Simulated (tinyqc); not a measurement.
Gated graphene, quantum capacitance: one step of the calculation.

phi is the Fermi level above the Dirac point, in volts; Vg is counted from the gate voltage of charge neutrality. Ideal linear bands, no charge puddles.

Problem. Charge and capacitances at the solution. N0 = (2/pi)(kB T/(hbar vF))^2; n = N0 F1(phi/Vt), p = N0 F1(-phi/Vt), F1(e) = int_0^infinity u du/(1 + exp(u - e)) = -Li2(-exp(e)); Cq = q d(n - p)/dphi = (q N0/Vt) ln[2 (1 + cosh(phi/Vt))]. 1/C_G = 1/Cox + 1/(Cq + q Dit); dphi/dVg = Cox/(Cox + Cq + q Dit).

Inputs (values chosen for the exercise); values close to those of graphene:
- T = 400 K (temperature)
- vF = 1.13e6 m/s (Fermi velocity)
- Dit = 0 cm^-2 eV^-1 (density of traps)

Constants: q = 1.602176634e-19 C, kB = 1.380649e-23 J/K, hbar = 1.054571817e-34 J s, Vt = kB T/q. Results are converted to the units shown.

converged phi = 0.20672475 V
Cox = 1.0156274 uF/cm^2

Find: n - p; Cq; C_G; dphi/dVg.

Solution.

n - p = 2.6832e12 cm^-2
Cq = 3.8146 uF/cm^2
C_G = 0.80208 uF/cm^2
dphi/dVg = 0.21026

Cq is 3.76 times Cox, so C_G is 79.0 % of Cox; 32.8 % of the gate voltage has gone into phi.

Computed by the program tinyqc: `OMP_NUM_THREADS=1 python tinyqc.py 2200129 2200130 out.jsonl`, one thread of a shared Intel Xeon 2.30GHz, about 0.01 s for the whole run.
